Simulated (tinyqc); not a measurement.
Range and order of the fit: effective mass of the heavy-hole band from tabulated energies.

c = hbar^2/2m0.
Constants: hbar^2/2m0 = 3.80998211 eV angstrom^2.

Energies along [110], from the band edge downward:
```
k (1/angstrom)   E (meV)
0.000000         0.00000
0.016000         1.89720
0.032000         7.50120
0.048000        16.55070
0.064000        28.61740
0.080000        43.12300
0.096000        59.37360
0.112000        76.61550
0.128000        94.10890
```

reference mass (curvature of the model at k = 0.0001 1/angstrom) = 0.512131 m0

Least-squares fits of E = a k^2 (+ b k^4 + d k^6) over points 1 to n, and the line y = c k^2/E against E; errors of m against the reference.

Results:
```
n  E at point n (meV)  one term (%)  two terms (%)  three terms (%)  line (%)  rms residual, one term (meV)
3                16.6          3.20           0.01             0.00     -0.04                         0.082
4                28.6          5.55           0.03             0.00     -0.12                         0.250
5                43.1          8.60           0.09            -0.01     -0.27                         0.579
6                59.4         12.41           0.23            -0.03     -0.52                         1.137
7                76.6         17.05           0.50            -0.08     -0.92                         1.988
8                94.1         22.56           0.97            -0.15     -1.50                         3.187
```

What does the comparison show?

The error of the parabola goes from +3.20 to +22.56 % as the range widens, and at n = 8 its residual, 3.19 meV, is only 3.4 % of the top energy: a small residual does not vouch for the mass. Over the full range (n = 8) the best form is three terms (0.15 %); the line errs by -0.04 % at n = 3 and -1.50 % at n = 8. Without scatter, a narrower range or a second term is the cure: at n = 8 the errors are +22.56, +0.97 and -0.15 % for one, two and three terms. Three terms on three points interpolate exactly.

Program tinyqc; command `OMP_NUM_THREADS=1 python tinyqc.py 1850267 1850268 out.jsonl`; about 0.01 s on one thread of a shared Intel(R) Xeon(R) Processor @ 2.30GHz.
